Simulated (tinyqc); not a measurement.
Six-band hole subbands of a thin body in a field, step by step. Values are carried at full precision from step to step, so a last printed digit may differ when a step is redone from the rounded ones.

Constants: hbar^2/2m0 = 3.80998211 eV angstrom^2.

Inputs chosen for the exercise (near those of a p-type Si channel; not measured data):
```
symbol  value                 unit        meaning
S       (7.68, -2.18, 12.51)  1/TPa       compliances s11, s12, s44
sx      1                     GPa         stress along the channel [1-10], negative in compression
b       -2.11                 eV          tetragonal potential
d       -4.86                 eV          trigonal potential
g1      4.28                              Luttinger gamma1
g2      0.34                              gamma2
g3      1.45                              gamma3
face    001                               surface
Dso     0.044                 eV          spin-orbit splitting
t       40                    angstrom    body thickness
F       0.5                   MV/cm       field across the body
kmax    0.08                  1/angstrom  end of the path
```

## Strain and its block

exx = eyy = (s11 + s12) sx/2, ezz = s12 sx, exy = -s44 sx/4 (1 GPa/TPa = 1e-3). With e0 the traceless part, B_XX = 2b e0xx - b (e0yy + e0zz) and B_XY = sqrt(3) d exy.

strain:
```
,x,y,z
x,0.002750,-0.003128,0
y,-0.003128,0.002750,0
z,0,0,-0.002180
```

B (eV):
```
,X,Y,Z
X,-0.01040,0.02633,0
Y,0.02633,-0.01040,0
Z,0,0,0.02080
```

## Confinement masses without spin-orbit coupling

C(n n^T)/c has C_XX = (g1 + 4 g2) nx^2 + (g1 - 2 g2)(ny^2 + nz^2) and C_XY = 6 g3 nx ny, n the unit normal; its eigenvalues are the inverse masses along n.

C(n n^T)/c:
```
,X,Y,Z
X,3.6000,0,0
Y,0,3.6000,0
Z,0,0,5.6400
```

masses (m0): 0.2778  0.2778  0.1773

## The matrix for one sine at q = 0

Basis X, Y, Z times spin, hole energies counted downwards from the unstrained edge (the hydrostatic shift is left out), c = hbar^2/2m0. For a symmetric tensor T let C(T) have C_XX = L Txx + M (Tyy + Tzz), C_XY = N Txy (cyclic), L = c (g1 + 4 g2), M = c (g1 - 2 g2), N = 6 c g3. k = q + kz n, n the unit normal, q = k1 u + k2 v with u along the channel [1-10] and v = n x u. H = C(k k^T) + (Dso/3)(1 - L.sigma) - B + e F z with (L_k)_ij = -i epsilon_kij; B is the block C built from the traceless strain with 2b, -b and sqrt(3) d in place of L, M, N. Strain: exx = eyy = (s11 + s12) sx/2, ezz = s12 sx, exy = -s44 sx/4. Hard walls at z = 0 and t; basis sin(j pi z/t), j = 1 to Nz: kz^2 = (j pi/t)^2, kz = -i D with D_jl = 4 j l/(t (j^2 - l^2)), z_jj = t/2 and z_jl = -8 t j l/(pi (j^2 - l^2))^2 for j + l odd; 1 MV/cm = 0.01 eV/angstrom.

Nz = 1, in meV.

H (meV):
```
,X+,Y+,Z+,X-,Y-,Z-
X+,209.68,-26.33+14.67i,0,0,0,-14.67
Y+,-26.33-14.67i,209.68,0,0,0,14.67i
Z+,0,0,226.41,14.67,-14.67i,0
X-,0,0,14.67,209.68,-26.33-14.67i,0
Y-,0,0,14.67i,-26.33+14.67i,209.68,0
Z-,-14.67,-14.67i,0,0,0,226.41
```

## Its levels

Diagonalise; the levels come in pairs. Give each pair and its weights on X, Y, Z, summed over spin and averaged over the pair.

levels (meV): 177.05  216.01  252.71

weights:
```
,pair 1,pair 2,pair 3
X,0.473,0.196,0.330
Y,0.473,0.196,0.330
Z,0.053,0.607,0.340
```

## More sines

The four lowest pairs at q = 0.

Hole energies (meV):
```
Nz,pair 1,pair 2,pair 3,pair 4
1,177.05,216.01,252.71,-
2,172.13,212.07,248.30,437.78
4,172.08,212.04,248.26,434.25
8,172.08,212.04,248.26,434.24
16,172.08,212.04,248.26,434.24
```

One sine is 4.97 meV off in the top subband, since the field mixes the sines. The second pair lies 40.0 meV deeper.

## Dispersion of the top subband

Nz = 14; the two lowest levels (spin-split where the field breaks inversion), in meV from their value at q = 0.

Energies (meV):
```
|q| (1/angstrom),u a,u b,v a,v b,[100] a,[100] b
0.020,0.42,0.73,7.06,9.00,3.67,5.03
0.040,1.84,2.33,24.40,31.68,14.10,18.16
0.060,4.32,4.80,31.19,32.79,23.53,30.25
0.080,8.11,8.47,38.83,39.16,27.36,30.90
```

From the mean of each pair in the first row, c q^2/E gives 2.65 m0 along u, 0.19 m0 along v and 0.35 m0 along [100]. The largest distance between a and b in the table is 7.28 meV. These masses hold for the first row only: the band bends further out.

## Checks

- Top level at q = 0 on (001) without field and stress against c (g1 - 2 g2)(pi/t)^2, eV: both 0.08461.
- Hermiticity, and E(q) against E(-q): they agree to 1e-10 or better.

Computed by tinyqc, a small Python program: `OMP_NUM_THREADS=1 python tinyqc.py 1281529 1281530 out.jsonl` (the numbers bound the seed that draws the inputs); one thread of a shared host (Intel(R) Xeon(R) Processor @ 2.30GHz), about 0.3 s for the whole set of steps.
